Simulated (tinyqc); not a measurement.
# Changing the applied field E

Model: Landau-Devonshire theory of a uniaxial ferroelectric. Computed by tinyqc, a small Python program. Command: `OMP_NUM_THREADS=1 python tinyqc.py 3027249 3027250 out.jsonl ferro sweep`. One thread of a shared host (Intel(R) Xeon(R) Processor @ 2.30GHz), about 0.01 s of CPU time with the checks.

G(P) = (alpha/2) P^2 + (beta*/4) P^4 + (gamma/6) P^6 - E P per volume, SI units, one domain, P along the polar axis, which is normal to the film.

Inputs (values chosen for the exercise, for a model ferroelectric): alpha_0 = 2.26e+06 J m/(C^2 K); Curie-Weiss temperature T0 = 360 K; beta = -4.8e+08 J m^5/C^4; gamma = 9.26e+09 J m^9/C^6; temperature T = 314 K; misfit strain u_m = -0.015; electrostriction Q12 = -0.041 m^4/C^2; compliance s11 + s12 = 3.4e-12 m^2/N; start of Newton steps P0/Ps = 1.3.

Sample: epitaxial film.

Constants: eps_0 = 8.8541878128e-12 F/m.

Method:
- alpha = alpha_0 (T - T0*), with clamping: T0* = T0 + 4 Q12 u_m/(alpha_0 (s11 + s12)), beta* = beta + 4 Q12^2/(s11 + s12).
- Ps^2 = [-beta* + sqrt(beta*^2 - 4 alpha gamma)]/(2 gamma).
- chi = 1/(eps_0 G''), G'' = alpha + 3 beta* P^2 + 5 gamma P^4 at Ps. Ps, chi and the coercive field are for perfect screening, without a depolarising field. The intrinsic coercive field is |alpha P + beta* P^3 + gamma P^5| at the P_c where G'' = 0. 1 C/m^2 = 100 microcoulomb/cm^2.
- Solve G'(P) = alpha P + beta* P^3 + gamma P^5 - E = 0 by P(new) = P - G'/G'' from P0; stop when the step is below 1e-11 C/m^2 (G' under 1e-6 MV/m is shown as 0).

One run for each value:
```
applied field E (MV/m)  P at the end of the steps (microcoulomb/cm^2)  1/(eps_0 G'') there
1.0                                                             47.87                42.88
1.9                                                             47.91                42.74
3.8                                                             47.98                42.46
7.3                                                             48.11                41.95
14.0                                                            48.35                41.00
27.0                                                            48.82                39.32
53.0                                                            49.69                36.39
100.0                                                           51.11                32.22
200.0                                                           53.68                26.20
```

What does the table show, and why?

Over the rows, P at the end of the steps (microcoulomb/cm^2) rises from 47.9 to 53.7 (exponent d ln y / d ln x 0.0011 between the first rows and 0.071 between the last); 1/(eps_0 G'') there falls from 42.9 to 26.2 (exponent d ln y / d ln x -0.0050 between the first rows and -0.30 between the last). At the low end the exponent of 1/(eps_0 G'') there is 0.00, close to 0: the linear regime.

Caution (all rows): far below T0* the expansion with linear alpha(T) is only a fit.
